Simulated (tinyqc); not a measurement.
X-ray reflectivity of a thin film on silicon: critical angles, Parratt recursion, fringes and roughness: one step, computed by the program tinyqc.

n = 1 - delta + i beta; the classical electron radius is r_e = 2.8179403e-6 nm. Layer 0 is vacuum, 1 the film, 2 the substrate.

Question. Fringe period, contrast and decay. Far above the critical angle the period is d theta = lambda/(2 d), or 2 pi/d in q; the envelope runs between (|r_01| - |r_12 p|)^2 and (|r_01| + |r_12 p|)^2; contrast = 2 a b/(a^2 + b^2) with a = |r_01|, b = |r_12 p|; roughness factors on the amplitudes are about exp(-q^2 sigma^2/2).

Inputs (values chosen for the exercise, modelled on TaN on silicon, copper K-alpha radiation):
```
quantity                              value  unit
wavelength lambda                   0.15406    nm
film thickness d                       17.4    nm
roughness of the surface sigma_1       0.32    nm
roughness of the interface sigma_2     0.51    nm
```

1000 r_01 = 9.151514-0.715804i

1000 r_12 = -3.698308+0.343486i

p = 0.6549867+0.6066703i

q = 4 pi sin(theta)/lambda = 3.017408 1/nm

Give: period in theta; period in q; contrast; roughness factor, surface; roughness factor, interface.

Answer.

period in theta = 0.25365 degrees

period in q = 0.36110 1/nm

contrast = 0.63908

roughness factor, surface = 0.62740

roughness factor, interface = 0.30603
